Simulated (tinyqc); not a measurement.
## Voltage acceleration of oxide breakdown, four models on the same data: lifetime against voltage in four models

Field E = V/tox in MV/cm. Models: ln(t63/1 s) = a - c X with X = E (E model), -1/E (1/E model), ln V (power law, c the exponent n) or sqrt(E).

a and c were fitted to stress data from 6.13 to 8.36 V. Project to Vu, multiply by exp[(Ea q/kB)(1/Tu - 1/Ts)] and by ks; ten years are 3.15576e8 s.

Values chosen for this exercise:
```
symbol,value,unit,meaning
tox,6.3,nm,oxide thickness
Ts,373,K,stress temperature
Tu,378,K,use temperature
Ea,0.9,eV,activation energy
ks,1.1e-6,,factor for area and percentile
```

Constants: q = 1.602176634e-19 C, kB = 1.380649e-23 J/K. Results are converted to the units shown.

| model | c | a |
|---|---|---|
| E | 4.22541 | 60.5736 |
| 1/E | 537.009 | -35.5780 |
| power | 47.8617 | 106.329 |
| sqrt E | 28.4765 | 108.333 |

Result of one run:

| log10 years, E | log10 years, 1/E | log10 years, power | log10 years, sqrt E |
|---|---|---|---|
| -9.828 | -10.06 | -9.950 | -9.890 |

Which use voltage Vu gave this result: 3.04, 3.71, 5.72 or 7.73 V?

Vu = 7.73 V.

The whole series:

| Vu (V) | log10 years, E | log10 years, 1/E | log10 years, power | log10 years, sqrt E |
|---|---|---|---|---|
| 3.04 | 3.833 | 19.26 | 9.449 | 6.263 |
| 3.71 | 1.882 | 10.53 | 5.309 | 3.419 |
| 4.38 | -0.06990 | 4.475 | 1.858 | 0.8211 |
| 5.05 | -2.021 | 0.02490 | -1.101 | -1.584 |
| 5.72 | -3.973 | -3.383 | -3.691 | -3.835 |
| 6.39 | -5.925 | -6.076 | -5.993 | -5.957 |
| 7.06 | -7.876 | -8.258 | -8.065 | -7.970 |
| 7.73 | -9.828 | -10.06 | -9.950 | -9.890 |

The four agree within 0.23 decades in the last row, inside the stress range, and part by 15.4 decades in the first. The local exponent -d ln t/d ln V is c E for the E model, which shrinks as V falls, constant for the power law, and c/E for the 1/E model, which grows as V falls.

Range of the model: All four laws are empirical fits; none is established far below the stress range.

Computed by the program tinyqc: `OMP_NUM_THREADS=1 python tinyqc.py 2070112 2070113 out.jsonl`, one thread of a shared Intel Xeon 2.30GHz, about 0.01 s for the whole run.
